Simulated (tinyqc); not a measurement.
Comparisons within one model: band gaps under pressure and temperature from deformation potentials. A value that a table varies takes the place of the one given here.

Murnaghan: V/V0 = (1 + Bp P/B0)^(-1/Bp), B0 = (C11 + 2 C12)/3. Each gap moves by a ln(V/V0) with its volume potential a, and falls with temperature by aV T^2/(T + bV) (Varshni); the two effects are added. No change of phase is considered.

Constants: hc = 1239.841984 eV nm.

Parameters, chosen for this exercise (near those of InP, the X and L potentials typical of such crystals; shifted at random, so the results belong to these values and not to a real crystal): Eg = 1.441 eV (gap at Gamma to the s-like level at 0 K, 0 GPa); EgX = 2.345 eV (gap to X at 0 K, 0 GPa); EgL = 2.023 eV (gap to L at 0 K, 0 GPa); C11 = 102.9 GPa; C12 = 55 GPa; Bp = 4.63 (pressure derivative of the bulk modulus); aG = -6.54 eV (volume potential of the Gamma gap); aX = 2.12 eV (volume potential of the X gap); aL = -3.06 eV (volume potential of the L gap); aV = (0.376, 0.472, 0.378) meV/K (Varshni alpha of Gamma, X, L); bV = (167, 204, 157) K (Varshni beta of Gamma, X, L); T = 500 K (temperature); P = 1.2 GPa (pressure).

## Gaps against pressure

The last column is the linear form E0 + c1 P for Gamma, c1 = -aG/B0.

Gaps (eV):

| P (GPa) | ln(V/V0) | Gamma | X | L | lowest | Gamma, linear |
|---|---|---|---|---|---|---|
| 0.00 | 0.0000 | 1.300 | 2.177 | 1.879 | Gamma | 1.300 |
| 1.00 | -0.0137 | 1.389 | 2.148 | 1.921 | Gamma | 1.392 |
| 2.00 | -0.0265 | 1.473 | 2.121 | 1.960 | Gamma | 1.484 |
| 3.00 | -0.0386 | 1.553 | 2.096 | 1.997 | Gamma | 1.577 |
| 4.00 | -0.0501 | 1.628 | 2.071 | 2.032 | Gamma | 1.669 |
| 5.00 | -0.0610 | 1.699 | 2.048 | 2.066 | Gamma | 1.761 |
| 6.00 | -0.0713 | 1.767 | 2.026 | 2.097 | Gamma | 1.853 |
| 7.00 | -0.0812 | 1.831 | 2.005 | 2.128 | Gamma | 1.945 |
| 8.00 | -0.0907 | 1.893 | 1.985 | 2.157 | Gamma | 2.037 |

Over 8 GPa Gamma moves by +0.593, L by +0.278 and X by -0.192 eV. Gamma stays lowest. The linear form overshoots by 144 meV at the end, because the crystal stiffens; the gap is linear in ln V, not in P.

## Gaps against temperature

At the pressure P; wavelength hc/E of the lowest gap.

Gaps (eV):

| T (K) | Gamma | X | L | lowest | wavelength (nm) |
|---|---|---|---|---|---|
| 0 | 1.5475 | 2.3105 | 2.0728 | Gamma | 801.2 |
| 50 | 1.5431 | 2.3058 | 2.0683 | Gamma | 803.5 |
| 100 | 1.5334 | 2.2950 | 2.0581 | Gamma | 808.6 |
| 200 | 1.5065 | 2.2638 | 2.0305 | Gamma | 823.0 |
| 300 | 1.4750 | 2.2262 | 1.9984 | Gamma | 840.6 |
| 400 | 1.4414 | 2.1855 | 1.9642 | Gamma | 860.2 |
| 500 | 1.4065 | 2.1429 | 1.9290 | Gamma | 881.5 |
| 600 | 1.3710 | 2.0991 | 1.8931 | Gamma | 904.3 |

From 0 to 100 K the Gamma gap falls by 14.1 meV, from 500 to 600 K by 35.6 meV: quadratic below bV, linear with a slope tending to aV = 0.376 meV/K above. Gamma stays lowest. A pressure of 0.79 GPa, with the slope -aG/B0 at zero pressure, would undo the fall of the Gamma gap from 0 to 300 K.

## What each parameter does

Gaps at P and T. Each row changes one parameter from the base and keeps the others.

Results:

| case | Gamma (eV) | X (eV) | L (eV) |
|---|---|---|---|
| base | 1.4065 | 2.1429 | 1.9290 |
| T = 550 K | 1.3888 | 2.1211 | 1.9111 |
| C11 = 92.61 GPa | 1.4117 | 2.1412 | 1.9314 |
| C12 = 60.5 GPa | 1.4015 | 2.1445 | 1.9266 |
| Bp = 5.093 | 1.4062 | 2.1430 | 1.9288 |
| aG = -5.886 eV | 1.3959 | 2.1429 | 1.9290 |
| aX = 1.908 eV | 1.4065 | 2.1463 | 1.9290 |
| aL = -2.754 eV | 1.4065 | 2.1429 | 1.9240 |
| P = 1.32 GPa | 1.4168 | 2.1396 | 1.9338 |

The largest shifts from the base row, up to three for each result and ties (the steps differ in size, so this ranks the rows, not the parameters). Gamma (eV): T -0.0177, aG -0.0106, P +0.0102; unchanged at the printed digits by aX and aL. X (eV): T -0.0217, aX +0.0035, P -0.0033; unchanged at the printed digits by aG and aL. L (eV): T -0.0179, aL -0.0050, P +0.0048; unchanged at the printed digits by aG and aX.

Run: tinyqc, `OMP_NUM_THREADS=1 python tinyqc.py 1081398 1081399 out.jsonl`; Intel(R) Xeon(R) Processor @ 2.30GHz, one thread, shared host; about 0.01 s of CPU time with all checks.
